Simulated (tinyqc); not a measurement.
Resistance of a source-drain extension with a graded tip: one step of the calculation.

y runs along the channel, the gate covers y > 0. The doping is N0 for y < y0 and N0 10^(-(y - y0)/la) beyond, uniform over the depth xj. Sheet conductance s(y) = q mu(N) max(N - Nch, 0) xj + (for y > 0) ma Cox Vo, with mu(N) = u0 + (u1 - u0)/(1 + (N/Nr)^au) and Cox = eps0 eox/tox. Current is taken as one-dimensional; depletion of the tip, spreading and the contact are left out. The metallurgical junction lies at yj, where N = Nch.

Question. Resistance of the overlapped part. Midpoint rule on 9 equal steps from 0 to yj: R_ov = sum h/s(y), per width.

Inputs (values chosen for the exercise); mobility law close to that of electrons in silicon:
- eox = 3.9 (relative permittivity of the gate insulator (close to silicon dioxide))
- tox = 1.2 nm (insulator thickness)
- N0 = 1.5e20 cm^-3 (active doping of the extension far from the gate)
- la = 6.6 nm/decade (lateral abruptness)
- y0 = 3.1 nm (position under the gate where the fall begins (gate edge at 0))
- xj = 22 nm (depth of the extension)
- Nch = 3.2e18 cm^-3 (channel doping)
- Vo = 0.6 V (gate overdrive)
- ma = 150 cm^2/(V s) (mobility of the gate-induced layer)
- u1 = 1414 cm^2/(V s) (mobility at low doping)
- u0 = 68.5 cm^2/(V s) (mobility at high doping)
- Nr = 9.2e16 cm^-3 (reference doping)
- au = 0.711 (exponent)

Constants: q = 1.602176634e-19 C, eps0 = 8.8541878128e-14 F/cm where lengths are in cm. Results are converted to the units shown.

Find: y; N; doped conductance; sheet resistance; R_ov.

Answer.

```
point	y (nm)	N (cm^-3)	doped conductance (uS)	sheet resistance (ohm/square)
0	0.7849	1.500e20	3905	240.2
1	2.355	1.500e20	3905	240.2
2	3.925	1.125e20	2968	309.9
3	5.494	6.506e19	1767	493.5
4	7.064	3.762e19	1055	761.0
5	8.634	2.176e19	625.1	1131
6	10.20	1.258e19	357.4	1622
7	11.77	7.277e18	181.2	2272
8	13.34	4.208e18	53.93	3196
```

R_ov = 16.12 ohm um

Numbers from tinyqc (`OMP_NUM_THREADS=1 python tinyqc.py 2282249 2282250 out.jsonl`; about 0.04 s on one thread of a shared Intel Xeon 2.30GHz).
